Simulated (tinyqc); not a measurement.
# Signal and retention of a DRAM cell: two studies

A stored one starts at Vd and leaks: Cs dV/dt = -I(V), I = a sqrt((V + Vb)/(Vd + Vb)) + b, with a = Ig exp[-(Eg1 q/kB)(1/T - 1/T0)] (generation in a depletion layer) and b = Is exp[-(Es q/kB)(1/T - 1/T0)]. The bit line is precharged to Vd/2, and charge sharing gives the signal (V - Vd/2) Cs/(Cs + Cb).

Inputs (values chosen for the exercise): array voltage Vd = 1.2 V; cell capacitance Cs = 20 fF; bit-line capacitance Cb = 92 fF; smallest signal that the sense amplifier resolves dm = 50 mV; built-in plus back-bias voltage of the storage junction Vb = 1.54 V; junction leakage at V = Vd and T0 Ig = 3.5 fA; voltage-independent leakage at T0 Is = 0.23 fA; activation energy of Is Es = 0.33 eV; reference temperature T0 = 358 K; temperature T = 358 K; deviation of ln(retention time) over the cells sg = 0.96; cells Nc = 4.29e9; refresh interval tr = 64 ms; activation energy of Ig Eg1 = 0.6 eV.

Constants: q = 1.602176634e-19 C, kB = 1.380649e-23 J/K. Results are converted to the units shown.

Each table varies one quantity; the others keep the values above.

## Effect of the bit-line capacitance

The cell fails below Vc = Vd/2 + dm (Cs + Cb)/Cs. With s = sqrt((Vc + Vb)/(Vd + Vb)), the time from Vd to Vc is t = [2 Cs (Vd + Vb)/a] [1 - s - (b/a) ln((a + b)/(a s + b))]. This time is the median of a log-normal spread: failing cells = Nc erfc(z/sqrt 2)/2, z = ln(t/tr)/sg.

Results:
```
Cb (fF)  Vc (V)  retention time (s)  failing cells
15       0.6875               2.881        1.571e5
45       0.7625               2.441        3.192e5
60       0.8000               2.224        4.699e5
75       0.8375               2.008        7.101e5
90       0.8750               1.794        1.107e6
105      0.9125               1.582        1.791e6
120      0.9500               1.371        3.034e6
```

Estimate the missing row, Cb = 30 fF.

Computed row:
```
Cb (fF)  Vc (V)  retention time (s)  failing cells
30       0.7250               2.660        2.217e5
```

With this row back in the table: Vc rises by dm/Cs = 2.50 mV for each fF, and the retention time falls from 2.88 to 1.37 s; the margin is gone at Cb = 220 fF.

## Effect of the cell capacitance

Same model as above.

Effect of the cell capacitance:
```
Cs (fF)  Vc (V)  retention time (s)  failing cells
12        1.033              0.5441        5.532e7
16       0.9375               1.153        5.580e6
20       0.8800               1.766        1.178e6
24       0.8417               2.381        3.542e5
28       0.8143               2.998        1.318e5
32       0.7937               3.616        5.667e4
```

Read the table: what changes, and by how much?

The retention time rises from 0.544 to 3.62 s, as Cs^(2.61) between the first two rows and Cs^(1.40) between the last two: faster than Cs, because the margin Vd - Vc grows too. It vanishes at Cs = 8.36 fF, where even a fresh one gives only dm.

Range of the model: Real arrays also hold a tail of unusually leaky cells and cells whose retention varies in time, which this model lacks.

Program tinyqc, `OMP_NUM_THREADS=1 python tinyqc.py 2130145 2130146 out.jsonl`; Intel Xeon 2.30GHz, shared host, one thread, about 0.01 s.
